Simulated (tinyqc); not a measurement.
Hydrogenic impurity: series, fields, screening, photoionisation and donor-acceptor pairs: one step, computed by the program tinyqc.

One isotropic, parabolic band. Effective units: Ry* and a*, in which H = -nabla^2 - 2/r.

Problem. Effective units and the series. Ry* = Ry m/eps^2, a* = a_0 eps/m; level n is bound by Ry*/n^2; <r> = (3/2) a* in 1s; lines 1s -> np at Ry* (1 - 1/n^2); 1 THz = 4.135667696 meV.

Inputs (values chosen for the exercise, modelled on AlN): electron mass m = 0.312 m_0; dielectric constant eps = 8.58.

Parts treated: magnetic field and photoionisation.

Constants: Ry = 13.605693123 eV; a_0 = 0.529177210903 angstrom; h x 1 THz = 4.135667696 meV.

Give: Ry*; a*; <r> of 1s; Series.

Solution.

Ry* = 57.66 meV

a* = 14.55 angstrom

<r> of 1s = 21.83 angstrom

Series:
```
n  binding (meV)  line from 1s (meV)  line (THz)
2          14.42               43.25       10.46
3           6.41               51.26       12.39
4           3.60               54.06       13.07
5           2.31               55.36       13.39
```
